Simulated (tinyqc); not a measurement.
Hole subbands of a hard-walled well, four-band Luttinger model, step by step. Values are carried at full precision from step to step, so a last printed digit may differ when a step is redone from the rounded ones.

Constants: hbar^2/2m0 = 3.80998211 eV angstrom^2.

Parameters, chosen for this exercise (near those of InP; shifted at random, so the results belong to these values and not to a real crystal): b = -2.04 eV (shear deformation potential); C11 = 100.1 GPa; C12 = 55.7 GPa; e_par = 0.0147 (strain in the plane); g1 = 5.07 (Luttinger gamma1); g2 = 1.61 (gamma2); L = 95 angstrom (well width along [001]); g3 = 2.11 (gamma3); k = 0.0173 1/angstrom (wave vector in the plane); N = 3 (sines for each component); kmax = 0.079 1/angstrom (end of the path).

## Shear strain energy

e_perp = -2 (C12/C11) e_par and Zs = b (e_par - e_perp); Zs > 0 lifts the heavy-hole edge by Zs and lowers the light-hole edge by Zs.

e_perp = -0.01636
shear strain energy Zs = -0.06336126 eV

## Levels at k = 0

R and S vanish: HHn = c (g1 - 2 g2)(n pi/L)^2 - Zs and LHn = c (g1 + 2 g2)(n pi/L)^2 + Zs, c = hbar^2/2m0, hole energies counted downwards. Sort HH1 to HH4 and LH1, LH2.

Levels:

| subband | E (eV) |
|---|---|
| LH1 | -0.0288 |
| HH1 | 0.0711 |
| LH2 | 0.0748 |
| HH2 | 0.0942 |
| HH3 | 0.1327 |
| HH4 | 0.1867 |

The top subband is LH1, 99.9 meV from HH1. The confinement energy of LH1 or the strain splitting is not small against a spin-orbit splitting of about 0.107 eV, so a six-band model would move the light holes.

## The matrix at one k

Hole energies are counted downwards from the unstrained band edge, c = hbar^2/2m0. After the usual block transformation one block is H = [[P + Q - Zs, R - i S], [R + i S, P - Q + Zs]] in (heavy, light), with P +/- Q = c [(g1 +/- g2) k^2 + (g1 -/+ 2 g2) kz^2], R = sqrt(3) c gR k^2, S = 2 sqrt(3) c g3 k kz, kz = -i d/dz; axial approximation gR = (g2 + g3)/2. Zs = b (e_par - e_perp) is the shear part of the strain (the hydrostatic part shifts all levels alike and is left out). Basis sqrt(2/L) sin(n pi z/L), n = 1 to N, for each component: kz^2 gives (n pi/L)^2 and the heavy-light block is R delta_nm - 2 sqrt(3) c g3 k D_nm with D_nm = 4 n m/(L (n^2 - m^2)) for n + m odd, 0 otherwise. The other block has the same levels. The split-off band is left out, a severe simplification for a spin-orbit splitting near 0.11 eV.

Fill in the 2N x 2N matrix, in meV.

H(k) (meV), lower triangle:
```
       h1      h2      h3      l1     l2      l3
h1  78.69
h2      0  101.81
h3      0       0  140.35
l1   3.67  -13.52       0  -24.88
l2  13.52    3.67  -24.34       0  78.75
l3      0   24.34    3.67       0      0  251.45
```

## Levels and mixing

Diagonalise; give the four lowest hole energies and the weight of the heavy component (the first half of the basis) in each.

levels (meV): -26.45  60.78  87.62  99.72

heavy weight: 0.013  0.401  0.725  0.952

The most mixed of the four is number 2, with 40 % heavy character. Against 60 sines these levels lie 0.2, 0.4, 0.6 and 0.6 meV too high.

## Dispersion in the plane

N = 20, nine points from 0 to kmax.

Hole energies (meV):

| k (1/angstrom) | E1 | E2 | E3 | E4 | heavy weight of 1 | heavy weight of 2 |
|---|---|---|---|---|---|---|
| 0.0000 | -28.82 | 71.07 | 74.80 | 94.19 | 0.000 | 1.000 |
| 0.0099 | -28.09 | 65.58 | 80.58 | 95.86 | 0.004 | 0.494 |
| 0.0198 | -25.99 | 58.68 | 89.53 | 100.47 | 0.017 | 0.374 |
| 0.0296 | -22.72 | 52.38 | 102.14 | 105.57 | 0.038 | 0.343 |
| 0.0395 | -18.49 | 47.36 | 107.57 | 119.30 | 0.066 | 0.339 |
| 0.0494 | -13.40 | 44.00 | 105.84 | 139.46 | 0.095 | 0.340 |
| 0.0592 | -7.43 | 42.43 | 102.55 | 155.26 | 0.124 | 0.343 |
| 0.0691 | -0.55 | 42.70 | 99.56 | 160.42 | 0.149 | 0.344 |
| 0.0790 | 7.32 | 44.79 | 97.75 | 160.35 | 0.170 | 0.344 |

At small k the hole energy falls in subband 2: an electron-like mass, caused by repulsion from a deeper subband. E2 - E1 is smallest, 37.5 meV, at k = 0.0790 of the points listed. The top subband goes from 0.00 to 0.17 in heavy weight.

## Mass of HH1 in the plane

Second order in k: 1/m = g1 + g2 - sum_n 12 c g3^2 D_1n^2/(LHn - HH1) over even n up to 60, with D_1n = 4n/(L (n^2 - 1)) in size, LHn - HH1 = c [(g1 + 2 g2) n^2 - (g1 - 2 g2)](pi/L)^2 + 2 Zs, c = hbar^2/2m0.

LHn - HH1 for n = 2, 4, 6 (meV): 3.7  418.2  1109.0
terms for n = 2, 4, 6: 42.9772  0.0614  0.0096
sum of all terms = 43.0534
mass without mixing, 1/(g1 + g2) = 0.1497 m0
1/m with mixing = -36.3734 1/m0

Mixing outweighs the diagonal term: the curvature at k = 0 is reversed.

## Checks

- 1/m of HH1 from the full matrix (N = 60) at small k against second order: -36.372 against -36.373.
- The 2 x 2 block with gR = g2 (k along [100]) for a plane wave (k, 0, pi/L) against the bulk heavy-hole formula, eV: both 0.00695.
- Lowest level at the given k on a real-space grid of 240 points against 60 sines, eV: both -0.0266.

Run: tinyqc, `OMP_NUM_THREADS=1 python tinyqc.py 1250013 1250014 out.jsonl`; Intel(R) Xeon(R) Processor @ 2.30GHz, one thread, shared host; about 0.1 s of CPU time with all checks.
